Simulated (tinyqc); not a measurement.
## A spin-degenerate level with charging energy between two leads, rate equations: effect of unequal tunnel rates

States 0, up, down and 2 with energies 0, e1 - Ez/2, e1 + Ez/2 and 2 e1 + U. mu_L = +V/2, mu_R = -V/2 (meV), f(x) = 1/(1 + exp(x/kB T)). A transition that adds one electron of given spin at the energy E has the rate G f(E - mu) from each lead, and its reverse G [1 - f(E - mu)]. I counts electrons leaving the left lead, times q.

Here e1 = 0.7 meV, Ez = 0 and V = +/- 4.2 mV, so that only the 0-1 transitions lie in the window. Transition energies: 0-up e1 - Ez/2, 0-down e1 + Ez/2, up-2 e1 + U + Ez/2, down-2 e1 + U - Ez/2. dp/dt = W p; W_ji is the rate from state i to j, and each column sums to zero. Steady state: W p = 0 with sum p = 1. I = q GL sum over transitions i-j of [fL p_i - (1 - fL) p_j].

Values chosen for this exercise:
- U = 2.8 meV (charging energy of the second electron)
- GL = 1.1 1/ns (tunnel rate to the left lead)
- T = 0.75 K (temperature)

Constants: q = 1.602176634e-19 C, kB = 1.380649e-23 J/K, Vt = kB T/q. Results are converted to the units shown.

Results:

| GR (1/ns) | I at +V (pA) | I at -V (pA) | \|I(+V)/I(-V)\| | (GL + 2 GR)/(2 GL + GR) |
|---|---|---|---|---|
| 0.062 | 9.661 | -17.85 | 0.5411 | 0.5411 |
| 0.14 | 21.09 | -35.76 | 0.5897 | 0.5897 |
| 0.32 | 44.76 | -64.82 | 0.6905 | 0.6905 |
| 1.6 | 148.4 | -131.2 | 1.132 | 1.132 |
| 3.7 | 221.0 | -153.4 | 1.441 | 1.441 |
| 8.4 | 279.3 | -165.4 | 1.689 | 1.689 |
| 19 | 315.9 | -171.3 | 1.844 | 1.844 |

Estimate the missing row, GR = 0.72 1/ns.

Computed row:

| GR (1/ns) | I at +V (pA) | I at -V (pA) | \|I(+V)/I(-V)\| | (GL + 2 GR)/(2 GL + GR) |
|---|---|---|---|---|
| 0.72 | 86.91 | -99.92 | 0.8699 | 0.8699 |

With this row back in the table: The ratio of the two currents rises from 0.541 to 1.84 and agrees with the last column to better than 0.01 %. An empty dot can be filled with either spin but a filled one empties in one way, so I = 2 q G_in G_out/(2 G_in + G_out): the current is larger when the slower junction is the entrance.

Range of the model: Rate equations need hbar G well below kB T; cotunnelling and the Kondo effect are left out.

Numbers from tinyqc (`OMP_NUM_THREADS=1 python tinyqc.py 2780001 2780002 out.jsonl`; about 0.01 s on one thread of a shared Intel Xeon 2.30GHz).
